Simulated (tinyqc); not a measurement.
What moves the results: heterojunction of two tight-binding chains. A value that a table varies takes the place of the one given here.

Left chain: hopping -t1, sites at 2 t1 (band bottom 0). Right chain: hopping -t2, sites at dE + 2 t2 (bottom dE). t = c/(m a^2), c = hbar^2/2m0. The bond across the interface is -tc with tc = f sqrt(t1 t2), and the last left site has the extra energy U. In a chain E = bottom + 2t (1 - cos(ka)); the surface Green function of a half chain is g = -exp(ika)/t, with Im k > 0 where cos(ka) > 1.

Constants: hbar^2/2m0 = 3.80998211 eV angstrom^2.

Inputs chosen for the exercise (masses and offset of the size met at InGaAs / InP; shifted at random, so the results belong to these values and not to a real crystal): a = 2.8 angstrom (site spacing); m1 = 0.042 m0 (mass on the left); m2 = 0.074 m0 (mass on the right); dE = 0.22 eV (band offset); f = 1 (factor on the interface hopping); U = 0 eV (extra energy on the last left site); E = 0.25 eV (electron energy).

## Transmission against energy, and which matching rule a chain obeys

Chain A is the junction as given; chain B has tc = sqrt(t1 t2) and U = 0; chain C has tc = t2 and U = t2 - t1, the finite-difference form of -d/dx (c/m) d/dx. Continuum formulas T = 4 x y/(x + y)^2 with parabolic k: x, y = k/m on each side (BenDaniel-Duke) or x, y = k (slope continuous).

T:

| E - dE (eV) | E (eV) | chain A | chain B | chain C | k/m matched | k matched |
|---|---|---|---|---|---|---|
| 0.002 | 0.222 | 0.3968 | 0.3968 | 0.2486 | 0.2491 | 0.3975 |
| 0.005 | 0.225 | 0.5507 | 0.5507 | 0.3624 | 0.3631 | 0.5516 |
| 0.010 | 0.230 | 0.6783 | 0.6783 | 0.4685 | 0.4693 | 0.6791 |
| 0.020 | 0.240 | 0.8003 | 0.8003 | 0.5860 | 0.5869 | 0.8011 |
| 0.050 | 0.270 | 0.9250 | 0.9250 | 0.7387 | 0.7395 | 0.9255 |
| 0.100 | 0.320 | 0.9778 | 0.9778 | 0.8333 | 0.8341 | 0.9781 |
| 0.200 | 0.420 | 0.9980 | 0.9980 | 0.8994 | 0.9002 | 0.9981 |
| 0.400 | 0.620 | 0.9989 | 0.9989 | 0.9386 | 0.9395 | 0.9990 |

Chain C follows the k/m rule within 0.0009 and chain B the plain k rule within 0.0009, while the two rules differ by up to 0.2142: in B the self-energy of the right side is -t1 exp(i k2 a), so only k2 enters, and in C it is -t2 exp(i k2 a), which carries 1/m2. Chain A is chain B here.

## When the interface binds a state

A state below both bands solves E - 2 t1 - U - S1(E) - S2(E) = 0 for E < 0, with S1 = -t1 z1, S2 = -(tc^2/t2) z2 and |z| < 1 the decaying root of z + 1/z = 2 - (E - bottom)/t. Decay lengths -a/ln|z|. The threshold is the U that solves the equation at E = 0. A dash: no bound state.

Interface state:

| U (eV) | E (eV) | decay left (angstrom) | decay right (angstrom) |
|---|---|---|---|
| -0.58 | - | - | - |
| -1.16 | - | - | - |
| -1.74 | - | - | - |
| -2.13 | -0.0029 | 176.0 | 15.2 |
| -2.51 | -0.0205 | 66.5 | 14.7 |
| -3.09 | -0.0666 | 36.9 | 13.4 |
| -3.87 | -0.1546 | 24.2 | 11.8 |
| -5.80 | -0.4760 | 13.8 | 8.6 |

threshold U = -1.9328 eV

The step pushes the state out, so an attraction must exceed 1.9328 eV to bind; 5 of the 8 rows are bound. At U = -5.8 eV the state decays over 13.8 angstrom to the left and 8.6 to the right, where the band lies higher.

## What each parameter does

T = 4 Im(S1) Im(S2) |G|^2 with G = 1/(E - 2 t1 - U - S1 - S2), S1 = -t1 exp(i k1 a), S2 = -(tc^2/t2) exp(i k2 a). Each row changes one parameter from the base and keeps the others.

Results:

| case | T | k1 a | k2 a |
|---|---|---|---|
| base | 0.8624 | 0.1471 | 0.0676 |
| m1 = 0.0504 m0 | 0.8321 | 0.1612 | 0.0676 |
| m2 = 0.0888 m0 | 0.8905 | 0.1471 | 0.0741 |
| dE = 0.17 eV | 0.9796 | 0.1471 | 0.1104 |
| f = 0.9 | 0.4377 | 0.1471 | 0.0676 |
| U = 0.2 eV | 0.8623 | 0.1471 | 0.0676 |
| a = 2.24 angstrom | 0.8626 | 0.1177 | 0.0541 |

The largest shifts from the base row, up to three for each result and ties (the steps differ in size, so this ranks the rows, not the parameters). T: f -0.4247, dE +0.1172, m1 -0.0303. k1 a: a -0.0295, m1 +0.0141; unchanged at the printed digits by m2, dE, f and U. k2 a: dE +0.0428, a -0.0135, m2 +0.0065; unchanged at the printed digits by m1, f and U.

Program tinyqc; command `OMP_NUM_THREADS=1 python tinyqc.py 1480480 1480481 out.jsonl`; about 0.01 s on one thread of a shared Intel(R) Xeon(R) Processor @ 2.30GHz.
